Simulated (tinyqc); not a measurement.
Shallow acceptor in the spherical four-band model: sweeps and comparisons. A value that a table varies takes the place of the one given here.

The ground state 1S3/2 has an L = 0 part f(r) and an L = 2 part g(r). In units of Ry* and a*, with Gaussians f_i = exp(-a_i r^2), g_i = r^2 exp(-a_i r^2), A = a_i + a_j and I(n) = Gamma((n + 1)/2)/(2 A^((n + 1)/2)): S_ff = I(2), S_gg = I(6), H_ff = (6 a_i a_j/A) I(2) - 2 I(1), H_gg = (14 a_i a_j/A) I(6) - 2 I(5), H_fg = -mu [15 I(2) - 20 a_j I(4) + 4 a_j^2 I(6)]; each function is then normalised. The split-off band is left out.

Converged values use 22 exponents 2.2^i, i = -7 to 14, for f and for g.

Units Ry* = Ry/(g1 eps^2) and a* = a0 eps g1; mu = (6 g3 + 4 g2)/(5 g1) is the spherical heavy-light coupling and delta = (g3 - g2)/g1 the cubic term, which is left out.

Constants: Ry = 13.60569312 eV; a0 (Bohr radius) = 0.5291772105 angstrom.

Parameters, chosen for this exercise (near those of a shallow acceptor in InP; not measured data): mus = (0.12, 0.35, 0.49, 0.65, 0.77, 0.86, 0.87) (couplings); rc = 2.1 angstrom (radius of the central cell); Vs = (3, 1, 0, -1, -2, -3, -4) eV (central-cell strengths); g1 = 5.09 (Luttinger gamma1); g2 = 1.61 (gamma2); g3 = 2.09 (gamma3); eps = 12.5 (dielectric constant).

## Strength of the heavy-light coupling

Ry* = 17.1074 meV

Converged values in Ry* and a*; the heavy-mass hydrogen model gives 1/(1 - mu).

Results:

| mu | binding (Ry*) | 1/(1 - mu) | ratio | L = 2 weight | <r> (a*) | binding (meV) |
|---|---|---|---|---|---|---|
| 0.12 | 1.013 | 1.136 | 0.892 | 0.006 | 1.484 | 17.3 |
| 0.35 | 1.125 | 1.538 | 0.731 | 0.053 | 1.358 | 19.3 |
| 0.49 | 1.283 | 1.961 | 0.654 | 0.105 | 1.213 | 21.9 |
| 0.65 | 1.653 | 2.857 | 0.579 | 0.190 | 0.970 | 28.3 |
| 0.77 | 2.296 | 4.348 | 0.528 | 0.274 | 0.720 | 39.3 |
| 0.86 | 3.517 | 7.143 | 0.492 | 0.350 | 0.484 | 60.2 |
| 0.87 | 3.758 | 7.692 | 0.488 | 0.359 | 0.455 | 64.3 |

How do the results move?

The binding starts as 1 + O(mu^2), 1.013 at mu = 0.12, since the coupling enters in second order, and reaches 3.76 at mu = 0.87. The ratio to the heavy-mass model falls from 0.89 to 0.49, towards about 0.44 as mu goes to 1: the bound hole is only partly heavy. The L = 2 weight grows to 0.36 and the radius shrinks by a factor 3.3.

## Central-cell correction

mu = 0.74578
a* = 33.669 angstrom

A short-range term V exp(-r^2/rc^2) is added (negative: attracts the hole); its elements are V S (A/(A + 1/rc^2))^(3/2) for f and ^(7/2) for g, in the same units.

Results:

| V (eV) | 1S binding (meV) | 2S binding (meV) | <r> (angstrom) | L = 2 weight |
|---|---|---|---|---|
| 3.0 | 30.5 | 9.89 | 30.9 | 0.248 |
| 1.0 | 33.4 | 10.33 | 28.2 | 0.253 |
| 0.0 | 36.2 | 10.70 | 26.1 | 0.256 |
| -1.0 | 41.1 | 11.29 | 23.2 | 0.260 |
| -2.0 | 50.7 | 12.26 | 19.1 | 0.266 |
| -3.0 | 71.8 | 13.80 | 14.3 | 0.273 |
| -4.0 | 117.2 | 15.78 | 10.0 | 0.276 |

How do the results move?

From V = 0 to -4 eV the 1S binding grows by 81.0 meV (224 %) and the 2S binding by 5.08 meV, so the chemical shift sits mainly in the ground state. A repulsion of 3 eV removes 5.7 meV. The slope is 45.41 meV per eV over the last step against 1.92 on the repulsive side, since attraction pulls the state into the cell: the route from a shallow to a deep level.

## What each parameter does

Converged values. Each row changes one parameter from the base and keeps the others.

Results:

| case | mu | Ry* (meV) | binding (meV) | <r> (angstrom) |
|---|---|---|---|---|
| base | 0.746 | 17.11 | 36.20 | 26.1 |
| g1 = 5.5 | 0.690 | 15.83 | 28.68 | 32.5 |
| g2 = 1.37 | 0.708 | 17.11 | 32.44 | 28.9 |
| g3 = 1.92 | 0.706 | 17.11 | 32.24 | 29.0 |
| eps = 11.5 | 0.746 | 20.21 | 42.77 | 24.0 |

How do the results move?

The largest shifts from the base row, up to three for each result and ties (the steps differ in size, so this ranks the rows, not the parameters). mu: g1 -0.056, g3 -0.040, g2 -0.038; unchanged at the printed digits by eps. Ry* (meV): eps +3.10, g1 -1.28; unchanged at the printed digits by g2 and g3. binding (meV): g1 -7.52, eps +6.57, g3 -3.96. <r> (angstrom): g1 +6.4, g3 +2.9, g2 +2.7. g1 acts twice: it lowers Ry* and it lowers mu.

Computed by tinyqc, a small Python program: `OMP_NUM_THREADS=1 python tinyqc.py 1280096 1280097 out.jsonl` (the numbers bound the seed that draws the inputs); one thread of a shared host (Intel(R) Xeon(R) Processor @ 2.30GHz), about 0.05 s for the whole set of steps.
